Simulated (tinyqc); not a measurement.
# Trap and transport parameters from the curve

Question. A layer shows an ohmic current q n0 mu V/L, then a square law (9/8) th eps0 eps_r mu V^2/L^3 above Vx = 8 q n0 L^2/(9 th eps0 eps_r), and trap filling at V_TFL = q Nt L^2/(2 eps0 eps_r). th = y/(1 + y), y = (Nc/Nt) exp(-Et/kB T). The square-law current at V is given. Find th, n0, Nt and Et.

Inputs (values chosen for the exercise): temperature T = 250 K; relative permittivity eps_r = 7.6; mobility mu = 0.049 cm^2/(V s); thickness L = 6000 nm; band density of states Nc = 3.1e20 cm^-3; voltage V = 6.2 V.

Constants: q = 1.602176634e-19 C, kB = 1.380649e-23 J/K, Vt = kB T/q, eps0 = 8.8541878128e-14 F/cm where lengths are in cm. Results are converted to the units shown.

Mott-Gurney J = 0.0060656141 A/cm^2
Vx = 0.77116404 V
V_TFL = 68.571012 V

Solution. The square law gives th, Vx gives n0, V_TFL gives Nt, and th with Nt gives Et.

th = 0.9188
n0 = 9.300e12 cm^-3
Nt = 1.600e15 cm^-3
Et = 0.2100 eV

tinyqc, about 0.01 s, one thread, Intel Xeon 2.30GHz (shared host): `OMP_NUM_THREADS=1 python tinyqc.py 2370003 2370004 out.jsonl`
